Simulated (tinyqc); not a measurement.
RKS/BLYP in the sto-3g basis, for BeH2, spin multiplicity 1, step by step (part 2 of 2). Computed by tinyqc, a small Python program that keeps every step (integrals from PySCF). Command: `OMP_NUM_THREADS=1 python tinyqc.py 29341 29342 out.jsonl` (the two numbers bound the seeds that draw the settings). One thread of a shared host (Intel(R) Xeon(R) Processor @ 2.60GHz), about 0.6 s of CPU time with the checks.

Geometry (angstrom):
```
atom       x        y       z
Be    0.0000   0.0000  0.0000
H     0.0000   1.3890  0.0000
H     0.0000  -1.3890  0.0000
```

## Convergence

Stop when the energy changes by less than 1e-09 hartree and every element of the error matrix X^T (F D S - S D F) X is below 9e-06.

Course of the cycle:
```
iteration  E (hartree)     change  largest element of the error matrix
1            -3.237015          -                             1.55e-01
2           -15.092345  -1.19e+01                             7.57e-01
3           -15.040047   5.23e-02                             7.79e-01
4           -15.012365   2.77e-02                             7.91e-01
5           -15.625267  -6.13e-01                             2.37e-01
6           -15.675236  -5.00e-02                             1.05e-02
7           -15.675322  -8.53e-05                             2.37e-04
8           -15.675322  -5.09e-08                             8.90e-06
9           -15.675322  -6.77e-11                             3.30e-08
```

PySCF RKS in the same basis, fine grid = -15.680941 hartree

Converged in 9 iterations. The coarse grid moves the energy by +5.62e-03 hartree.

## Populations, bond orders and dipole

D after iteration 9, lower triangle:
```
          1Be 1s  1Be 2s  1Be 2px  1Be 2py  1Be 2pz    2H 1s   3H 1s
1Be 1s    2.0611
1Be 2s   -0.1860  0.7171
1Be 2px   0.0000  0.0000   0.0000
1Be 2py   0.0000  0.0000   0.0000   0.4817
1Be 2pz   0.0000  0.0000   0.0000   0.0000   0.0000
2H 1s    -0.1895  0.4469   0.0000   0.4102   0.0000   0.6305
3H 1s    -0.1895  0.4469   0.0000  -0.4102   0.0000  -0.0682  0.6305
```

overlap S, lower triangle:
```
         1Be 1s  1Be 2s  1Be 2px  1Be 2py  1Be 2pz   2H 1s   3H 1s
1Be 1s   1.0000
1Be 2s   0.2595  1.0000
1Be 2px  0.0000  0.0000   1.0000
1Be 2py  0.0000  0.0000   0.0000   1.0000
1Be 2pz  0.0000  0.0000   0.0000   0.0000   1.0000
2H 1s    0.0624  0.4403   0.0000   0.5117   0.0000  1.0000
3H 1s    0.0624  0.4403   0.0000  -0.5117   0.0000  0.0289  1.0000
```

Mulliken: Z minus the diagonal of D S on the atom; Loewdin: the same with S^(1/2) D S^(1/2); Mayer order: 2 sum_s sum (D(s) S)_ij (D(s) S)_ji over the two atoms.

Charges (e):
```
atom  Mulliken  Loewdin
1Be     0.0469   0.0381
2H     -0.0234  -0.0190
3H     -0.0234  -0.0190
```

Mayer bond orders:
```
pair   order
2-1   0.9938
3-1   0.9938
3-2   0.0056
```

dipole moment about the origin, x y z (debye): 0.0000  0.0000  0.0000
